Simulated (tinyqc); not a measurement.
## Avrami exponent and activation energy from three anneals

Inverse problem. Isothermal crystallisation follows X = 1 - exp(-(k t)^n) with k proportional to exp(-Ec q/(kB T)). Find n, k at both temperatures and Ec.

Constants: q = 1.602176634e-19 C, kB = 1.380649e-23 J/K. Results are converted to the units shown.

X at (452 K, 740 s), (452 K, 1480 s) and (472 K, 36 s): 0.19710619  0.82731092  0.40228650

Answer. -ln(1 - X) = (k t)^n: the two times give n, and the two rates give Ec.

n = 3.000
k at 452 K = 8.152e-4 1/s
k at 472 K = 0.02226 1/s
Ec = 3.040 eV

Computed by the program tinyqc: `OMP_NUM_THREADS=1 python tinyqc.py 2490153 2490154 out.jsonl`, one thread of a shared Intel Xeon 2.30GHz, about 0.05 s for the whole run.
